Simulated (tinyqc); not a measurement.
Levels of description: finite square well with mass mismatch (envelope functions).

A square well of width L and depth V0, mass mw inside and mb outside, energies from the bottom of the well, c = hbar^2/2m0. k = sqrt(mw E/c), kappa = sqrt(mb (V0 - E)/c). psi and psi'/m are continuous at the walls (BenDaniel-Duke), so level n solves k L + 2 atan[(k/mw)/(kappa/mb)] = n pi.

Non-parabolic bands: mw is replaced by mw (1 + alpha_w E) and mb by mb (1 - alpha_b (V0 - E)), in k, kappa and the matching condition alike.

Constants: hbar^2/2m0 = 3.80998211 eV angstrom^2.

Values chosen for the exercise (near those of an InGaAs well in InP; shifted at random, so the results belong to these values and not to a real crystal):
```
symbol   value   unit      meaning
L        67      angstrom  well width
V0       0.249   eV        barrier height
mw       0.0404  m0        mass in the well
mb       0.0808  m0        mass in the barrier
alpha_w  1.04    1/eV      non-parabolicity in the well
alpha_b  0.57    1/eV      non-parabolicity in the barrier
```

The same well five ways. mb = mw: the barrier takes the mass of the well. psi' continuous: kappa holds mb but the condition drops the masses, k L + 2 atan(k/kappa) = n pi. The last column is measured against BenDaniel-Duke.

Levels (eV):
```
model                E1      E2      E3  E1 - E1(BDD) (meV)
infinite walls   0.2073  0.8294  1.8661               143.0
mb = mw          0.0793  0.2445       -                14.9
BenDaniel-Duke   0.0644  0.2415       -                 0.0
psi' continuous  0.0951  0.2465       -                30.7
non-parabolic    0.0655  0.2256       -                 1.1
```

Hard walls put E1 143.0 meV too high. Ignoring the mass step moves it by +14.9 meV and the wrong matching by +30.7 meV: with mb/mw = 2.00, continuity of psi'/m lets the slope outside be 2.00 times the slope inside, which acts like a softer wall. Non-parabolicity shifts E1 by +1.1 meV, the balance of a heavier mass in the well, which lowers it, and a lighter mass deep in the barrier, which hardens the wall. Among the finite wells the largest departure in E1 is that of the model 'psi' continuous'.

tinyqc: `OMP_NUM_THREADS=1 python tinyqc.py 1281565 1281566 out.jsonl`; about 0.01 s, one thread, shared Intel(R) Xeon(R) Processor @ 2.30GHz.
